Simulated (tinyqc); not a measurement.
Growth mode over temperature: epitaxial growth on a vicinal surface: Burton-Cabrera-Frank step flow, step-edge barrier and island nucleation. Computed by tinyqc, a small Python program. Command: `OMP_NUM_THREADS=1 python tinyqc.py 3000539 3000540 out.jsonl stepflow walk`. One thread of a shared host (Intel(R) Xeon(R) Processor @ 2.30GHz), about 0.01 s of CPU time with the checks.

Adatoms land at rate F, hop on a square grid (a simplification for hexagonal faces), desorb, or join steps. Lengths are in units of a and n is the adatom coverage. Steps ascend at x = 0 and descend at x = l.

Inputs (values chosen for the exercise, close to those used for 4H-SiC(0001)):
```
quantity                                    value      unit
site spacing a                               3.08  angstrom
step height h                                2.52  angstrom
diffusion barrier E_d                        1.86        eV
desorption energy E_a                        3.87        eV
adatom formation energy E_f                  1.47        eV
step-edge barrier E_s                       0.085        eV
attempt frequency nu                            1       THz
deposition rate F                            0.16  layers/s
miscut angle                                    4   degrees
temperature T                                1520         C
critical nucleus size i                         2         -
binding energy of the critical nucleus E_i   0.75        eV
```

Constants: k_B = 8.617333262e-05 eV/K.

Method:
- D = nu exp(-E_d/(k_B T)) (a^2/s, nu counted per direction); tau = exp(E_a/(k_B T))/nu; x_s = sqrt(D tau); n_eq = exp(-E_f/(k_B T)); terrace width l = h/(a tan(miscut)); Schwoebel length l_s = exp(E_s/(k_B T)) - 1.
- D n'' - n/tau + F = 0 with n(0) = n_eq and -l_s n'(l) = n(l) - n_eq. With u = n - F tau, A = n_eq - F tau, y = l/x_s, s = l_s/x_s: u = A cosh(x/x_s) + B sinh(x/x_s), B = A (1 - cosh y - s sinh y)/(sinh y + s cosh y). Flux into the ascending step J+ = D B/x_s, over the descending one J- = -(D/x_s)(A sinh y + B cosh y); step velocity J+ + J-; growth rate (J+ + J-)/l. For small y: J+ + J- = (F - n_eq/tau) l, J-/J+ = l/(l + 2 l_s).
- Island density on a flat surface without desorption: N = 0.25 (F/D)^(i/(i+2)) exp(E_i/((i+2) k_B T)) per site, with E_i = 0 for i = 1; spacing l_n = N^(-1/2). Step flow needs an effective width l_eff = 2 x(peak) below l_n.
- Temperatures in kelvin are T(C) + 273.15.
- x(peak) solves tanh(x/x_s) = -B/A. Rows where evaporation outweighs deposition are left out.

Scales:
```
T (C)  x_s (a)  l_s (a)  incorporated share  l_n (a)  l_eff/l_n
1320    1510.9  0.85733             0.99991    54.01    0.23144
1370    1209.1  0.82267             0.99973    61.13    0.20399
1420     980.5  0.79064             0.99919    68.68    0.18114
1470     804.7  0.76097             0.99770    76.66    0.16196
1520     667.8  0.73340             0.99384    85.03    0.14571
1570     559.8  0.70773             0.98431    93.80    0.13186
1620     473.6  0.68376             0.96191   102.93    0.11995
1670     404.2  0.66133             0.91162   112.41    0.10965
1720     347.7  0.64031             0.80338   122.23    0.10069
```

What does the comparison show, and why?

The ratio stays below 1: step flow in every row. Incorporation goes from 100.0 % to 80.3 %.

Extremes, crossings and ranges named in words are read from the listed rows.
